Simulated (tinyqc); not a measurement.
Away from the valley: two-band massive Dirac model of the K valleys.

Basis (conduction, valence): H = [[D/2, a t (tau kx - i ky)], [a t (tau kx + i ky), -D/2 + lam tau sz]], valley tau = +/-1, spin sz = +/-1. The gap of a spin and valley is G = D - lam tau sz. Berry curvature Omega = curl of i<u|grad u>; for the conduction band Omega_c = -tau 2 a^2 t^2 G/(G^2 + 4 a^2 t^2 k^2)^(3/2), and Omega_v = -Omega_c.

Parameters, chosen for this exercise (near those used for monolayer WS2; not measured data): a = 3.199 angstrom (lattice constant); D = 1.66 eV (gap parameter); t = 1.33 eV (effective hopping); lam = 0.197 eV (half the valence spin splitting).

Flavour tau = +1, sz = +1. Parabolic transition energy G + 2 a^2 t^2 k^2/G; degree of circular polarisation eta = 2 cos(theta)/(1 + cos^2(theta)). The last column is the Berry flux of the conduction band inside |k|, over 2 pi: -(1 - cos(theta))/2, cos(theta) = G/(transition energy).

Along |k|:
```
|k| (1/angstrom)  transition (eV)  parabolic (eV)  Omega_c (angstrom^2)     eta  flux/2 pi
0.000                      1.4630          1.4630               -16.915  1.0000     0.0000
0.025                      1.4784          1.4785               -16.392  0.9999    -0.0052
0.050                      1.5236          1.5249               -14.976  0.9992    -0.0199
0.075                      1.5961          1.6022               -13.025  0.9962    -0.0417
0.100                      1.6925          1.7105               -10.926  0.9895    -0.0678
0.150                      1.9415          2.0198                -7.237  0.9613    -0.1232
0.200                      2.2443          2.4529                -4.686  0.9150    -0.1741
0.300                      2.9423          3.6902                -2.079  0.7973    -0.2514
```

What does the comparison show?

The curvature halves at |k| = 0.132 1/angstrom, where 2 a t k = 0.766 G. At 0.3 the parabola is 748 meV too high, eta has fallen only to 0.797, and the flux has reached -0.251 of the -1/2 that a whole cone holds. The real bands leave this model beyond about 0.1 to 0.2 1/angstrom, where trigonal warping and other bands enter.

(tinyqc, `OMP_NUM_THREADS=1 python tinyqc.py 1480705 1480706 out.jsonl`, Intel(R) Xeon(R) Processor @ 2.30GHz, 1 thread, shared host, about 0.01 s.)
